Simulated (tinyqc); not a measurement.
Atomic layer deposition: Langmuir saturation, growth per cycle and coating of deep features. From aspect ratio reached by the front in time t back to precursor pressure p. Computed by tinyqc, a small Python program. Command: `OMP_NUM_THREADS=1 python tinyqc.py 3003911 3003912 out.jsonl ald inv`. One thread of a shared host (Intel(R) Xeon(R) Processor @ 2.30GHz), about 0.02 s of CPU time with the checks.

Precursor A sticks only on free sites, so a long enough pulse saturates; co-reactant B then frees the sites again.

Inputs (values chosen for the exercise, modelled on silicon dioxide from an aminosilane and ozone):

| quantity | value | unit |
|---|---|---|
| precursor mass M | 174 | u |
| site density q | 2.6 | 1/nm^2 |
| sticking probability beta on free sites | 0.0015 | - |
| temperature T | 325 | C |
| pulse time t | 0.15 | s |
| desorption energy E_d | 1.93 | eV |
| aspect ratio a | 45 | - |

Feature: long trench.

Constants: u = 1.6605390666e-27 kg; k_B = 1.380649e-23 J/K; k_B = 8.617333262e-05 eV/K.

Method:
- Wall flux F = p/sqrt(2 pi M k_B T); rate of filling k_a = beta F/q; desorption k_d = 1e13 exp(-E_d/(k_B T)) per second. 1/m^2 = 1e-18/nm^2.
- Temperatures in kelvin are T(C) + 273.15.
- Diffusion-limited filling (Gordon) of a long trench of width w, hydraulic diameter 2w, so that a is replaced by a/2 in the hole formula: t = (q/F)(1 + 19a/8 + 3a^2/8). Reaction-limited filling needs ln(100)/k_a at any depth, k_a = beta F/q. Flow is molecular. The front picture holds when the modulus (a/2) sqrt(beta) is well above 1.
- Depth reached by the given pulse: solve the same formula for a. Exposure = p x diffusion-limited time; 1 langmuir = 1.33322e-4 Pa s.

Problem. A run gave the result below. Find the precursor pressure p, known to lie between 2.1 and 2.8 Pa.

aspect ratio reached by the front in time t = 52.30322

Solution.

Each step takes the trial c = (a f_b - b f_a)/(f_b - f_a), f being the result less the target and a, b, c the logarithms of the listed values; c replaces end b, the old b replaces a if the sign of f changed, and otherwise f_a is halved.

Scan of the range:

| precursor pressure p (Pa) | aspect ratio reached by the front in time t |
|---|---|
| 2.10 | 48.2720 |
| 2.20 | 49.4792 |
| 2.31 | 50.7759 |
| 2.42 | 52.0421 |
| 2.54 | 53.3911 |
| 2.67 | 54.8172 |
| 2.80 | 56.2090 |

False position (Illinois rule, in the logarithm of the input) inside the bracket:

| step | end a | end b | trial | aspect ratio reached by the front in time t |
|---|---|---|---|---|
| 1 | 2.42000 | 2.54000 | 2.44278 | 52.3007 |
| 2 | 2.54000 | 2.44278 | 2.44300 | 52.3032 |
| 3 | 2.54000 | 2.44300 | 2.44300 | 52.3032 |
| 4 | 2.44300 | 2.44300 | 2.44300 | 52.3032 |

Aspect ratio reached by the front in time t rises at every point of a 13-point scan of the range (every second point is shown), so one value fits; it is bracketed by 2.42 and 2.54. Answer: precursor pressure p = 2.443 Pa.

Caution: the pulse is shorter than ln(100)/k_a, so even the open surface is not saturated and the depth reached has no meaning. Caution: the depth reached is formal here: it is under 4/sqrt(beta), so no sharp front has formed.
